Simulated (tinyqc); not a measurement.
Random telegraph noise from one oxide trap in a small MOSFET: two steps of the calculation.

An acceptor-like trap exchanges electrons with the channel. Inversion charge Q = Cox u, u = n Vt W0(exp((Vg - VT)/(n Vt))), W0 the Lambert function, n = nf, Cox = eps0 eox/tox; linear regime Id = (W/L) mu Q Vd. Relative to threshold the surface potential rises by Vt ln(u/u0) and the oxide voltage by the rest of Vg - VT, with u0 = n Vt W0(1).

Inputs (values chosen for the exercise); values of the order met in silicon transistors: temperature T = 350 K; relative permittivity of the gate insulator (close to silicon dioxide) eox = 3.9; insulator thickness tox = 1.8 nm; depth of the trap from the channel interface xt = 0.68 nm; body factor nf = 1.07; gate width W = 150 nm; gate length L = 67 nm; mobility mu = 200 cm^2/(V s); scattering coefficient of the charged trap asc = 0 V s; drain voltage Vd = 0.02 V.

Constants: q = 1.602176634e-19 C, kB = 1.380649e-23 J/K, Vt = kB T/q, eps0 = 8.8541878128e-14 F/cm where lengths are in cm. Results are converted to the units shown.

Task 1. Step height. A = W L; threshold step dV = q (1 - xt/tox)/(Cox A); gm/Id = 1/(u + n Vt); relative step dI/I = (gm/Id) dV + asc mu/A. Id as defined.

u = 0.14215073 V
N = 1.7020783e12 cm^-2

Find: electrons in the channel N A; dV; gm/Id; number part of dI/I; dI/I; Id; dI.

Result 1.

electrons in the channel N A = 171.06
dV = 0.51707 mV
gm/Id = 5.7332 1/V
number part of dI/I = 0.29645 %
dI/I = 0.29645 %
Id = 2.4421 uA
dI = 7.2396 nA

Task 2. Lorentzian spectrum. Spectrum S(f) = 4 dI^2/{(tc + te)[(1/tc + 1/te)^2 + (2 pi f)^2]}; corner fc = (1/tc + 1/te)/(2 pi); variance dI^2 tc te/(tc + te)^2. Give S at f = 0, at fc and at 10 fc.

tc = 3.9611137e-6 s
te = 3.9935895e-6 s
dI = 7.2395660 nA

Wanted: fc; S(0); S(fc); S(10 fc); rms current.

Result 2.

fc = 8.003e4 Hz
S(0) = 1.042e-22 A^2/Hz
S(fc) = 5.211e-23 A^2/Hz
S(10 fc) = 1.032e-24 A^2/Hz
rms current = 3.620 nA

The rms value is 0.500 of the step; it reaches its largest share, 1/2, when tc = te.

Range of the model: VT is taken as given; short-channel effects and the uneven flow of current among few electrons are left out.

tinyqc, about 0.01 s, one thread, Intel Xeon 2.30GHz (shared host): `OMP_NUM_THREADS=1 python tinyqc.py 2710018 2710019 out.jsonl`
